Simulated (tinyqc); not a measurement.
Worked calculation: longitudinal sound in a periodic multilayer: transfer matrices, stop bands and folded phonons. Computed by tinyqc, a small Python program that keeps every step. Command: `OMP_NUM_THREADS=1 python tinyqc.py 3001901 3001902 out.jsonl multilayer walk`. One thread of a shared host (Intel(R) Xeon(R) Processor @ 2.30GHz), about 0.01 s of CPU time with the checks. Intermediate numbers are printed to about 6 digits and carried at full precision; extremes and crossings named in words are read from the listed rows.

Layers 1 and 2 repeat with period d = d_1 + d_2; waves travel normal to the layers, without loss. State vector (u, s): displacement u and stress divided by omega. Impedances Z = rho v are in 1e6 kg/(m^2 s).

Inputs (values chosen for the exercise, modelled on gallium arsenide (layer 1), aluminium arsenide (layer 2) and gallium arsenide (substrate)):
```
quantity,value,unit
density rho_1,5.3,g/cm^3
velocity v_1,4660,m/s
thickness d_1,8.66,nm
density rho_2,3.77,g/cm^3
velocity v_2,5540,m/s
thickness d_2,10.3,nm
substrate density,5.39,g/cm^3
substrate velocity,4720,m/s
periods N,5,-
frequency f,167,GHz
optical wave vector q d/pi,0.25,-
```

## Impedances, mean velocity and Bragg frequency

Z = rho v; interface reflection r = (Z_2 - Z_1)/(Z_2 + Z_1) (stress amplitude, from 1 into 2); Bragg frequency f_B = 1/[2 (d_1/v_1 + d_2/v_2)]; long-wave velocity v_eff = d/sqrt[(d_1/v_1)^2 + (d_2/v_2)^2 + (Z_1/Z_2 + Z_2/Z_1)(d_1/v_1)(d_2/v_2)].

Z_1 = 24.698

Z_2 = 20.8858

Z of the substrate = 25.4408

interface reflection r = -0.0836306

Bragg frequency f_B = 134.496 GHz

long-wave velocity v_eff = 5082.23 m/s

## Transfer matrix of one period

A layer maps (u, s) by [[cos p, sin p/Z], [-Z sin p, cos p]], p = 2 pi f d_i/v_i; one period is M = M_2 M_1, and cos(q d) = trace(M)/2.

phase p_1 = 1.94997 rad

phase p_2 = 1.95085 rad

M:
```
,1,2
1,-0.882829,-0.0304115
2,15.6908,-0.592210
```

trace(M)/2 = -0.737519

|trace/2| < 1: f lies in a pass band, with q d = 2.4002 rad (folded into 0 to pi).

## Transmission through N periods

For N periods A = M^N. A wave comes from a thick layer of material 1 and leaves into the substrate (Z_s): transmitted power T = 4 Z_1 Z_s/|Z_1 A_22 + Z_s A_11 - i (Z_1 Z_s A_12 - A_21)|^2, reflected power R = 1 - T.

A = M^N:
```
,1,2
1,0.959638,0.0241278
2,-12.4487,0.729068
```

transmitted power T = 0.981103

T in decibel = -0.0828526 dB

## The first stop band

Gap m contains m f_B; its edges, where trace(M)/2 = (-1)^m, are found by root search. Weak-contrast estimate of the width: (4 f_B/pi) |r sin(m pi a)|, a = (d_1/v_1)/(d_1/v_1 + d_2/v_2).

lower edge = 127.327 GHz

upper edge = 141.665 GHz

width/f_B = 10.6606 %

transmitted power at f_B = 0.520201

## The first four gaps

The formulas are those given above.

Stop bands (GHz):
```
m,lower edge,upper edge,width,weak-contrast estimate
1,127.327,141.665,14.3381,14.3214
2,268.988,268.998,0.0101,0.0101
3,396.320,410.658,14.3381,14.3214
4,537.975,537.995,0.0203,0.0203
```

With a = 0.500, gap 1 is the widest and gap 2 the narrowest: the layers are near a quarter wave each at f_B, so the even gaps almost close. The weak-contrast estimate misses the first width by -0.1 % at |r| = 0.08. Odd gaps open at the edge of the folded zone (q = pi/d), even ones at its centre.

## Mirror strength against the number of periods

The formulas are those given above.

Transmitted power:
```
N,T at f_B,T at f_B (dB),T at f
1,0.967430,-0.143802,0.971758
2,0.886779,-0.521846,0.946411
3,0.773443,-1.11572,0.968407
4,0.645932,-1.89813,0.999156
6,0.406846,-3.90570,0.948519
8,0.233551,-6.31619,0.995180
12,0.0671091,-11.7322,0.988411
16,0.0180017,-17.4469,0.979772
24,0.00124168,-29.0599,0.961433
```

At f_B each further period removes 1.45 dB at large N, which is 20 log10 of the impedance ratio, 1.46 dB, as for a quarter-wave stack; 99 % reflection needs N = 24 among these rows. At f, in a pass band, T does not decay with N.

## Folded doublet seen in light scattering

Light transfers the wave vector q. Solve trace(M)/2 = cos(q d) on the first branch (Brillouin line) and on the two branches around 2 f_B (first folded doublet); 1/cm = 29.9792458 GHz.

Brillouin line = 33.4999 GHz

lower folded mode = 235.493 GHz

upper folded mode = 302.492 GHz

centre of the doublet = 8.97263 1/cm

splitting / twice the Brillouin frequency = 1.00000

The doublet is split by about twice the Brillouin frequency, as for a folded straight line; its centre measures the period.

Checks made by the program: trace against Rytov's formula cos p_1 cos p_2 - (1/2)(Z_1/Z_2 + Z_2/Z_1) sin p_1 sin p_2 (relative difference below 1e-10).
